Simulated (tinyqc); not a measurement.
Electron mobility in a silicon inversion layer, empirical terms and Matthiessen rule: one step of the calculation.

Inversion layer of sheet density Ns on a uniformly doped body. The mobility terms are empirical power laws with prefactors chosen for the exercise; adding their inverses (Matthiessen) is itself an approximation.

Task. Inversion density for the measured current. I = (W/L) q Ns mu Vd. E = q (Ndep + eta Ns)/(eps0 eps_r) in MV/cm. With t = T/(300 K): muC = Ac (Ns/1e12 cm^-2) t/(Nb/1e17 cm^-3 + Nit/1e11 cm^-2), muP = Ap E^(-1/3) t^(-1.75), muS = As E^(-gs); 1/mu is the sum of the inverses. Ns(new) = I/((W/L) q mu Vd).

Parameters, values chosen for the exercise; material values close to those of silicon: temperature T = 325 K; relative permittivity of the semiconductor eps_r = 11.7; body doping Nb = 1.8e18 cm^-3; weight of the inversion charge in the effective field eta = 0.5; phonon-limited mobility at 1 MV/cm and 300 K Ap = 422 cm^2/(V s); roughness-limited mobility at 1 MV/cm As = 1280 cm^2/(V s); exponent of the roughness term gs = 2; Coulomb prefactor Ac = 3900 cm^2/(V s); charge at the interface Nit = 1.2e11 cm^-2; ratio W/L WL = 10; drain voltage Vd = 0.05 V; measured linear current I = 55.2 uA.

Constants: q = 1.602176634e-19 C, eps0 = 8.8541878128e-14 F/cm where lengths are in cm. Results are converted to the units shown.

Ns at the start = 2.4e12 cm^-2
Ndep = 5.4163286e12 cm^-2

Find: E; mu; Ns after iteration 1.

Result.

E = 1.023 MV/cm
mu = 183.2 cm^2/(V s)
Ns after iteration 1 = 3.761e12 cm^-2

tinyqc, about 0.01 s, one thread, Intel Xeon 2.30GHz (shared host): `OMP_NUM_THREADS=1 python tinyqc.py 2510028 2510029 out.jsonl`
